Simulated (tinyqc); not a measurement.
Beam energy: resolution against speed: sputter depth profiling of a dopant layer: erosion rate, quantification and the mixing-roughness response. Computed by tinyqc, a small Python program. Command: `OMP_NUM_THREADS=1 python tinyqc.py 3004703 3004704 out.jsonl sims walk`. One thread of a shared host (Intel(R) Xeon(R) Processor @ 2.30GHz), about 0.01 s of CPU time with the checks.

A rastered ion beam erodes silicon (49.94 atoms per nm^3). The measured profile is the true one convolved with a depth response.

Inputs (values chosen for the exercise, modelled on a dopant in silicon under an oxygen or caesium beam):
```
quantity,value,unit
beam energy E,3.2,keV
beam current,36,nA
raster side,500,um
sputter yield at 1 keV,1.3,-
mixing length at 1 keV,2.1,nm
roughness sigma,0.89,nm
depth of the layer z0,52,nm
sheet density Q,1.6e+14,1/cm^2
relative sensitivity factor RSF,2.1e+21,1/cm^3
matrix count rate,2.6e+06,1/s
background count rate,2.5,1/s
counting time per point,1,s
level that defines the junction C_B,3e+17,1/cm^3
```

True profile: delta layer.

Constants: e = 1.602176634e-19 C.

Method:
- Scaling chosen for the exercise: yield Y = Y1 E^0.5, mixing length w = w1 E^0.5 (E in keV).
- Erosion rate = Y I/(e x raster^2 x density); depth step = rate x counting time; concentration = RSF x counts/matrix counts; detection limit = RSF x 3 sqrt(background x time)/(matrix rate x time).
- Mixing alone turns a layer at z0 into (1/w) exp(-(z - z0 + w)/w) for z > z0 - w; roughness adds a Gaussian of width sigma. With x = z - z0 + w: g(x) = (1/(2w)) exp(sigma^2/(2 w^2) - x/w) erfc((sigma/w - x/sigma)/sqrt2), and its integral G(x) = (1/2) erfc(-x/(sigma sqrt2)) - w g(x). Measured: Q g(x), 1 nm = 1e-7 cm.
- Width = full width at half maximum; the apparent junction is the deep point where the profile falls to C_B; time to profile to twice z0 = 2 z0/erosion rate, at fixed current.

erosion rate = 0.0418525 nm/s

Measured values:
```
E (keV),w (nm),peak (1/cm^3),width (nm),apparent junction (nm),time (min)
0.15,0.8133,5.7732e+20,2.5206,58.821,191.29
0.25,1.0500,5.3300e+20,2.6828,60.287,148.17
0.50,1.4849,4.6491e+20,2.9848,62.938,104.77
1.00,2.1000,3.9248e+20,3.4187,66.552,74.09
2.00,2.9698,3.2121e+20,4.0438,71.417,52.39
4.00,4.2000,2.5564e+20,4.9369,77.910,37.04
8.00,5.9397,1.9859e+20,6.1989,86.517,26.19
```

From the highest to the lowest energy the width goes from 6.20 to 2.52 nm, towards the floor set by roughness, 2.355 sigma = 2.10 nm, and the junction error from 34.5 to 6.82 nm, at 7.3 times the time. Extrapolating the tail slope to zero energy separates mixing from real diffusion. Caution: the surface transient, segregation under the beam and the growth of roughness with depth are left out, and real yields fall faster near the sputter threshold.

Extremes, crossings and ranges named in words are read from the listed rows.
